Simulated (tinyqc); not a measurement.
Gas flow in a process chamber: flow regimes, conductance, effective pumping speed, pump-down, outgassing and purge: one step, computed by the program tinyqc.

Ideal gas, isothermal flow, a pump of constant speed at the end of a round pipe; process gas, volume gas and outgassing are given the same properties. 1 sccm = 101325 Pa x 1e-6 m^3/60 s x T/273.15 K.

Problem. Molecular flow. Mean speed c = sqrt(8 k_B T/(pi m)); aperture conductance C_a = c pi d^2/16; molecular pipe C_m = C_a/(1 + 3 l/(4 d)) (Dushman form); viscous pipe C_v = pi d^4 p_mean/(128 eta l); Knudsen interpolation C = C_v + C_m (1 + x)/(1 + 1.24 x), x = d p_mean sqrt(m/(k_B T))/eta. Effective speed 1/S_eff = 1/S + 1/C_m; time constant V/S_eff; pressure at which the free path k_B T/(sqrt2 pi d_m^2 p) equals d.

Inputs (values chosen for the exercise, modelled on nitrogen near room temperature): molar mass M = 28.01 g/mol; molecular diameter = 0.37 nm; temperature T = 293 K; chamber volume V = 110 L; pipe diameter d = 16 cm; pipe length l = 180 cm; pump speed S = 220 L/s.

Constants: k_B = 1.380649e-23 J/K; u = 1.6605390666e-27 kg.

Give: mean speed c; C_a; C_m; S_eff in molecular flow; time constant; pressure where the free path equals d.

Solution.

mean speed c = 470.6 m/s

C_a = 2366 L/s

C_m = 250.7 L/s

S_eff in molecular flow = 117.2 L/s

time constant = 0.9388 s

pressure where the free path equals d = 0.04157 Pa

The pipe passes on 53 % of the pump speed.
